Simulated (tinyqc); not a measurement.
Inside a calculation. Model: round nanowire with a gate all round, subbands and threshold shift from confinement.

tinyqc, about 0.1 s, one thread, Intel Xeon 2.30GHz (shared host): `OMP_NUM_THREADS=1 python tinyqc.py 2350128 2350129 out.jsonl` Printed values are rounded.

Undoped body with a flat potential across it, hard walls, transport along x. One isotropic valley (g = 1, mx = my = mz = me). Non-parabolicity enters the subband edges through E (1 + al E) = gamma, so E = 2 gamma/(1 + sqrt(1 + 4 al gamma)); motion within a subband is taken as parabolic with the band-edge mass. Energies are counted from the bulk band edge.

Values chosen for this exercise; masses close to those of InAs: temperature T = 200 K; mass at the band edge me = 0.0225 m0; non-parabolicity al = 2.9 1/eV; diameter t = 8.7 nm; widening of the box by penetration into the insulator dl = 0.2 nm.

Constants: q = 1.602176634e-19 C, kB = 1.380649e-23 J/K, hbar = 1.054571817e-34 J s, m0 = 9.1093837015e-31 kg, Vt = kB T/q, hbar^2/(2 m0) = 0.0380998212 eV nm^2. Results are converted to the units shown.

Range of the model: Non-parabolicity also makes carriers heavier within each subband, which is left out, so densities of states are understated at high energy. Levels near or above 1 eV lie beyond real barriers and upper valleys; they are listed for the hard-wall model only.

## Lowest subbands

gamma = C (2 z/(t + dl))^2 (1/my + 1/mz)/2, z the zeros of the Bessel functions J_l (2.404826, 3.831706, 5.135622, 5.520078, ...), twofold for l > 0; the mean inverse mass is an approximation for anisotropic valleys, C = hbar^2/(2 m0). List the 6 lowest, labelled by quantum numbers, with degeneracy g and N_k: N_k = g sqrt(2 mx m0 kB T/(pi hbar^2)).

```
subband,E_k (eV),g,N_k (cm^-1)
"0,1",0.275082,1,5.69189e5
"1,1",0.507767,2,1.13838e6
"2,1",0.726152,2,1.13838e6
"0,2",0.791026,1,5.69189e5
"3,1",0.936647,2,1.13838e6
"1,2",1.04455,2,1.13838e6
```

## Threshold shift

Each subband has N_k = g sqrt(2 mx m0 kB T/(pi hbar^2)); without degeneracy n = exp(EF/Vt) sum N_k exp(-E_k/Vt). Classical value Nc times pi t^2/4, Nc = sum over valleys of 2 g (m m0 kB T/(2 pi hbar^2))^1.5 with m = (mx my mz)^(1/3). Threshold shift dVT = Vt ln(classical value/sum N_k exp(-E_k/Vt)). Use the subbands listed.

```
subband,shares (%)
"0,1",99.9997
"1,1",0.0003
"2,1",0.0000
"0,2",0.0000
"3,1",0.0000
"1,2",0.0000
```

sum N_k exp(-E_k/Vt) = 0.0666050 cm^-1
Nc = 4.61008e16 cm^-3
classical value = 27405.5 cm^-1
dVT = 222.801 mV

With all subbands dVT = 222.8 mV. The lowest edge lies at 275 meV; dVT is smaller than that, since sum N_k exp(-(E_k - E_1)/Vt) exceeds the classical value.
